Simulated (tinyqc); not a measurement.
What moves the results: Slater-Koster d bands of an fcc metal. A value that a table varies takes the place of the one given here.

Slater-Koster d bands. For a bond with direction cosines (l, m, n) the 5 x 5 block is dds Ps + ddp Pp + ddd (1 - Ps - Pp), the projectors on sigma, pi and delta states about the bond; for instance <xy|xy> = 3 l^2 m^2 dds + (l^2 + m^2 - 4 l^2 m^2) ddp + (n^2 + l^2 m^2) ddd, <xy|yz> = 3 l m^2 n dds + l n (1 - 4 m^2) ddp + l n (m^2 - 1) ddd and <3z2-r2|3z2-r2> = (n^2 - (l^2 + m^2)/2)^2 dds + 3 n^2 (l^2 + m^2) ddp + (3/4)(l^2 + m^2)^2 ddd. H(k) sums the blocks times cos(k.R) over the neighbours; the d level is the zero of energy; k in 2 pi/a.

Neighbours: twelve at (a/2)(1,1,0) and equivalents.

Mesh: k = f1 b1 + f2 b2 + f3 b3 with fractions (j + 1/2)/N, j = 0 to N - 1, and b = (-1,1,1), (1,-1,1), (1,1,-1) for fcc, (0,1,1), (1,0,1), (1,1,0) for bcc, unit vectors for simple cubic. The lowest Nd/10 of all levels are filled with two electrons each; the bond energy is their sum per atom.

Inputs chosen for the exercise (of the size met in Ni; shifted at random, so the results belong to these values and not to a real crystal):
```
symbol  value   unit  meaning
dds     -0.464  eV    dd sigma
ddp     0.209   eV    dd pi
ddd     -0.032  eV    dd delta
N       8             mesh
f2      0.487         factor for second neighbours in bcc
```

## Band filling: full bands against the rectangular model

W = sqrt(12 mu2) with mu2 the mean square level on the mesh; rectangular model: Fermi level W (Nd/10 - 1/2), bond energy -W Nd (10 - Nd)/20. The Fermi level of the mesh is the highest filled level.

Per atom (eV):
```
Nd  EF, bands  bond energy, bands  EF, rectangle  bond energy, rectangle
1      -1.048              -1.387         -1.185                  -1.333
2      -0.872              -2.340         -0.889                  -2.370
3      -0.629              -3.066         -0.592                  -3.110
4      -0.396              -3.588         -0.296                  -3.555
5       0.023              -3.768          0.000                  -3.703
6       0.399              -3.574          0.296                  -3.555
7       0.621              -3.044          0.592                  -3.110
8       0.914              -2.275          0.889                  -2.370
9       1.144              -1.250          1.185                  -1.333
```

W = 2.962 eV
full width on the mesh = 3.447 eV

How do the results move?

The bond energy is deepest at Nd = 5 (-3.768 eV); the rectangle has its minimum at 5. The two differ most at Nd = 8, by 0.095 eV or 3 % of the deepest value: the second moment fixes the parabola, and higher moments the rest. At Nd = 3 and 7 the bands give -3.066 and -3.044 eV, a skew towards less than half filling.

## Which lattice a d-band metal prefers

fcc has twelve neighbours, bcc eight and six (the six times f2), simple cubic six. The integrals of bcc and sc are scaled so that all three have the second moment of fcc, which stands for equal repulsion (structural energy difference theorem). s and p electrons are left out.

Bond energy per atom:
```
Nd  fcc (eV)  bcc - fcc (meV)  sc - fcc (meV)
1     -1.387               67            -109
2     -2.340              -14             -52
3     -3.066             -122              38
4     -3.588             -154             244
5     -3.768               27             359
6     -3.574              192             231
7     -3.044              167              15
8     -2.275               35            -117
9     -1.250              -96            -246
```

scale factors: bcc 1.1285, sc 1.4142

mu3/mu2^1.5: fcc -0.105, bcc -0.097, sc 0.000

mu4/mu2^2: fcc 1.832, bcc 1.775, sc 2.615

largest change of a difference when N is raised to 14 = 24 meV

What can be read from the table?

fcc is lowest for Nd = 5, 6 and 7. bcc is lowest for Nd = 3 and 4. sc is lowest for Nd = 1, 2, 8 and 9. bcc gains most on fcc at Nd = 4 (-154 meV). A small fourth moment marks a two-peaked band, which tends to favour fillings near one half; bcc has -3 % against fcc, and at Nd = 5 it lies +27 meV from fcc, which the fourth moment alone does not explain (differences of a few tens of meV are within the error of the mesh; hcp is left out, and this d-only model can miss the lattice of the real metal). The third moments, from three-membered rings, skew the bands. That simple cubic wins anywhere comes from keeping d bands and equal second moments alone; no transition metal takes it. Differences below about 24 meV are within the error of this mesh, and the s and p electrons left out weigh most where the d band is nearly empty or full.

## What each integral does

Levels at Gamma, E(t2g) = 3 dds + 4 ddp + 5 ddd, E(eg) = 1.5 dds + 6 ddp + 4.5 ddd, and W = sqrt(12 mu2), the width of a rectangular band with the same second moment mu2 = z (dds^2 + 2 ddp^2 + 2 ddd^2)/5, z = 12. Each row changes one parameter from the base and keeps the others.

Results:
```
case              t2g (eV)  eg (eV)  W (eV)
base               -0.7160   0.4140  2.9624
dds = -0.5336 eV   -0.9248   0.3096  3.2826
ddp = 0.1776 eV    -0.8416   0.2256  2.8419
ddd = -0.0368 eV   -0.7400   0.3924  2.9656
```

How do the results move?

The largest shifts from the base row, up to three for each result and ties (the steps differ in size, so this ranks the rows, not the parameters). t2g (eV): dds -0.2088, ddp -0.1256, ddd -0.0240. eg (eV): ddp -0.1884, dds -0.1044, ddd -0.0216. W (eV): dds +0.3202, ddp -0.1205, ddd +0.0032. The ratio of the shifts of t2g and eg names the integral: 3 : 1.5 for dds, 4 : 6 for ddp, 5 : 4.5 for ddd.

Run: tinyqc, `OMP_NUM_THREADS=1 python tinyqc.py 1480348 1480349 out.jsonl`; Intel(R) Xeon(R) Processor @ 2.30GHz, one thread, shared host; about 0.05 s of CPU time with all checks.
